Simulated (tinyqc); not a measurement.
Electron continuity equation in a given potential, Scharfetter-Gummel discretisation: current and errors against the applied potential.

Steady state in one dimension: J = q mu n E + q D dn/dx with E = -dpsi/dx and D = mu Vt, dJ/dx = q (n/tau - G), fixed densities nL and nR at the ends. The potential is given, psi = 0 for x < L/2 and U (2 x/L - 1) beyond, and is not changed by the electrons.

11 equal intervals. Fluxes J_i = (q D/h)(n_(i+1) P_i - n_i Q_i), d_i = (psi_(i+1) - psi_i)/Vt: Scharfetter-Gummel P = B(d), Q = B(-d), B(d) = d/(exp(d) - 1); central P = 1 - d/2, Q = 1 + d/2; upwind P = 1 + max(-d, 0), Q = 1 + max(d, 0). Balance at each inner node: J_i - J_(i-1) = q h (n_i/tau - G). The reference is Scharfetter-Gummel on 4000 intervals or more. Errors are those of J on the first interval against the reference at its midpoint; errors under 1e-6 % are printed as 0.

Parameters, values chosen for the exercise; mobility close to that of gallium phosphide at room temperature: temperature T = 450 K; electron mobility mu = 250 cm^2/(V s); length of the region L = 0.7 um; density at x = 0 nL = 2.8e15 cm^-3; density at x = L nR = 3.4e16 cm^-3; lifetime tau = 3.1e-11 s; uniform generation rate G = 4.3e24 cm^-3 s^-1.

Constants: q = 1.602176634e-19 C, kB = 1.380649e-23 J/K, Vt = kB T/q. Results are converted to the units shown.

Result of one run:
```
U (V),largest |d|,reference J (A/cm^2),SG error (%),central error (%),upwind error (%),"most negative central n (cm^-3), 0 if none"
0.21,0.9846,-203.8,0.359,0.653,-2.93,0
```

What becomes of these results when the potential difference psi(L) - psi(0) U is changed from 0.21 to 0.64 V, all else the same?

Result of the changed run:
```
U (V),largest |d|,reference J (A/cm^2),SG error (%),central error (%),upwind error (%),"most negative central n (cm^-3), 0 if none"
0.64,3.001,-208.6,0.956,0.879,1.04,-6.38e15
```

The whole series:
```
U (V),largest |d|,reference J (A/cm^2),SG error (%),central error (%),upwind error (%),"most negative central n (cm^-3), 0 if none"
0.021,0.09846,-123.0,-1.28,-1.21,-5.95,0
0.085,0.3985,-178.9,-0.154,0.298,-7.26,0
0.21,0.9846,-203.8,0.359,0.653,-2.93,0
0.43,2.016,-207.6,0.704,0.655,0.362,0
0.64,3.001,-208.6,0.956,0.879,1.04,-6.38e15
0.94,4.407,-209.2,1.23,0.973,1.39,-1.23e16
1.3,6.095,-209.7,1.47,-1.26,1.60,-1.67e16
1.9,8.909,-210.0,1.73,-14.0,1.81,-2.12e16
```

The reference current falls from -123 to -210 A/cm^2. The largest errors in size are 1.7 % (Scharfetter-Gummel), 14 % (central) and 7.3 % (upwind). Central differences give negative densities for U = 0.64, 0.94, 1.3, 1.9 V; these rows have |d| above 2, which makes negative values possible though not certain.

Computed by the program tinyqc: `OMP_NUM_THREADS=1 python tinyqc.py 2220152 2220153 out.jsonl`, one thread of a shared Intel Xeon 2.30GHz, about 0.01 s for the whole run.
